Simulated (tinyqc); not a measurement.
Inside a calculation. Method: lattice vibrations of a chain. One step of it, computed by the program tinyqc.

Task: Frequencies. omega^2 are the eigenvalues; wavenumber = 521.4708 sqrt(eigenvalue) 1/cm.

D(q) (eV/(angstrom^2 u)):
$$\begin{pmatrix}
0.315336 & -0.146780+0.043854i \\
-0.146780-0.043854i & 0.549006
\end{pmatrix}$$

Give: eigenvalues; wavenumbers; weights |e|^2 of the mass-weighted modes.

Result:

eigenvalues: [0.2395, 0.6248]

wavenumbers (1/cm): [255.2, 412.2]

weights |e|^2 of the mass-weighted modes, order atom 1, atom 2:
$$\begin{pmatrix}
0.8032 & 0.1968 \\
0.1968 & 0.8032
\end{pmatrix}$$
